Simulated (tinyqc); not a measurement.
Monte Carlo simulation of one carrier in a uniform electric field: one step, computed by the program tinyqc. Command: `OMP_NUM_THREADS=1 python tinyqc.py 3007617 3007618 out.jsonl mcfl walk`. One thread of a shared host (Intel(R) Xeon(R) Processor @ 2.30GHz), about 2 s of CPU time with the checks.

The force e F acts along +z. Flights end at the constant total rate Gamma; the part of Gamma that the real rates do not fill is self-scattering, which leaves k unchanged. One valley, no impurities and no intervalley scattering.

Problem. Scattering event 1. Parabolic band: E = hbar^2 k^2/(2 m), speed v = hbar k/m, states per spin, volume and energy g(E) = m k/(2 pi^2 hbar^2). Masses are multiplied by m_0 and all formulas are in SI units. Phonon occupation N_q = 1/(exp(hbar w/(k_B T)) - 1). Acoustic deformation potential (elastic, equipartition, absorption and emission together): 1/tau = 2 pi k_B T D_A^2 g(E)/(hbar rho v_l^2). Polar optical, unscreened: W = e^2 w (1/eps_inf - 1/eps_s) m (1 + 2 alpha E') ln|(k + k')/(k - k')| / (4 pi eps_0 hbar^2 k), times N_q for absorption (E' = E + hbar w) and N_q + 1 for emission (E' = E - hbar w > 0), with alpha = 0 for a parabolic band; mean cosine of the angle <cos> = (k^2 + k'^2)/(2 k k') - 1/ln|(k + k')/(k - k')|. Choice: with cumulative rates in the order acoustic, absorption, emission, the process is the first whose sum exceeds r2 Gamma; if none, self-scattering. Final state: E' = E, E + hbar w or E - hbar w gives k'. Isotropic processes: cos(theta) = 1 - 2 r3 from the z axis, phi = 2 pi r4, k' (sin theta cos phi, sin theta sin phi, cos theta). Polar processes: cos(b) = [1 + xi - (1 + 2 xi)^r3]/xi, xi = 2 k k'/(k - k')^2, b from the old direction n; new direction cos b n + sin b (cos phi e1 + sin phi e2), e1 = (z x n)/|z x n|, e2 = n x e1. Use row 1 of the random numbers.

Inputs (values chosen for the exercise, for a model polar semiconductor): effective mass m = 0.068 m_0; static permittivity eps_s = 14.5; high-frequency permittivity eps_inf = 11.1; density rho = 5140 kg/m^3; sound velocity v_l = 9500 m/s; acoustic deformation potential D_A = 13 eV; optical phonon energy hbar w = 52.5 meV; lattice temperature T = 300 K.

Crystal: polar. Band: parabolic.

k at the end of the flight (1/nm): [-0.0120000, -0.1900000, 0.3022916]

Random numbers (0.02 to 0.98, from up to 60 sets tried for early real events), one row a flight, columns r1, r2, r3, r4:
```
[[0.6110, 0.3797, 0.7812, 0.7818],
 [0.9533, 0.1156, 0.7381, 0.9342],
 [0.2795, 0.8722, 0.8566, 0.7964],
 [0.8802, 0.6459, 0.9292, 0.3677],
 [0.6394, 0.4575, 0.9489, 0.1408],
 [0.0493, 0.4667, 0.0750, 0.8015],
 [0.7851, 0.5628, 0.4838, 0.4537]]
```

Gamma = 13.39144 1e12/s

Constants: hbar = 1.054571817e-34 J s; m_0 = 9.1093837015e-31 kg; e = 1.602176634e-19 C; k_B = 1.380649e-23 J/K; hbar = 6.582119569e-16 eV s; eps_0 = 8.8541878128e-12 F/m; k_B = 8.617333262e-05 eV/K.

Give: cumulative rates; r2 Gamma; process chosen; k after event 1, the start of the next flight.

Solution.

cumulative rates (1e12/s): acoustic 0.23, absorption 2.05, emission 10.01

r2 Gamma = 5.085 1e12/s

Process chosen: emission

k after event 1, the start of the next flight (1/nm): [0.0274, -0.1413, -0.1149]
